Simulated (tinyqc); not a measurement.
Floating body of a partially depleted SOI transistor: body voltage and kink: one step of the calculation.

Source at 0 V. Channel current Ic = 2 nf K Vt^2 [F(0) - F(Vd)](1 + la Vd), F(V) = ln^2(1 + exp((Vg - VT - nf V)/(2 nf Vt))), VT = VT0 - gb Vb. Saturation voltage Vs = 2 Vt sqrt(F(0)) + 3 Vt, excess Ve = (Vd - Vs + sqrt((Vd - Vs)^2 + 0.0004 V^2))/2, multiplication M1 = Ai Ve exp(-Bl/Ve). Each junction passes D(v) = J1 (exp(v/Vt) - 1) + J2 (exp(v/(2 Vt)) - 1). Bipolar current Ib = bb J1 (exp(Vb/Vt) - 1). The body settles where M1 (Ic + Ib) = D(Vb) + D(Vb - Vd) + Vb/Rb; drain current Id = (1 + M1)(Ic + Ib) - D(Vb - Vd).

Problem. New Vb. Current into the body I_in = M1 (Ic + Ib) - D(Vb - Vd), current out I_out = D(Vb) + Vb/Rb; f = ln(I_in/I_out), s = df/dVb by central differences over 1e-5 V, Vb(new) = Vb - f/s.

Parameters, values chosen for the exercise; values of the order met in partially depleted silicon-on-insulator transistors:

| symbol | value | unit | meaning |
|---|---|---|---|
| T | 358 | K | temperature |
| VT0 | 0.46 | V | threshold at zero body voltage |
| gb | 0.17 |  | fall of the threshold per volt of body voltage |
| nf | 1.48 |  | slope factor |
| K | 390 | uA/(V^2 um) | gain factor per width |
| la | 0.08 | 1/V | channel-length modulation factor |
| Ai | 3.76 | 1/V | impact-ionisation prefactor |
| Bl | 6.5 | V | impact-ionisation voltage |
| J1 | 3.7e-11 | uA/um | diffusion saturation current of each junction |
| J2 | 5.8e-8 | uA/um | recombination saturation current of each junction |
| bb | 1 |  | gain of the lateral bipolar transistor on the diffusion current |
| Rb | 1e9 | kohm um | resistance of a weak body tie to the source (1e9 stands for no tie, and the term is then dropped) |
| Vg | 1.01 | V | gate voltage |
| Vd | 1.8 | V | drain voltage |

Constants: q = 1.602176634e-19 C, kB = 1.380649e-23 J/K, Vt = kB T/q. Results are converted to the units shown.

Vb at the start = 0.86 V

Give: Ic; Ve; M1; I_in; I_out; f; s; Vb after iteration 1.

Solution.

Ic = 73.067 uA/um
Ve = 1.2371 V
M1 = 0.024305
I_in = 2.9258 uA/um
I_out = 47.373 uA/um
f = -2.7845
s = -19.937 1/V
Vb after iteration 1 = 0.72034 V

Range of the model: The multiplication law is an empirical form chosen for the exercise; self-heating and capacitive coupling to the body are left out, and the linear laws are rough once Vb passes about 0.7 V or M1 about 0.1.

tinyqc, about 0.2 s, one thread, Intel Xeon 2.30GHz (shared host): `OMP_NUM_THREADS=1 python tinyqc.py 2182083 2182084 out.jsonl`
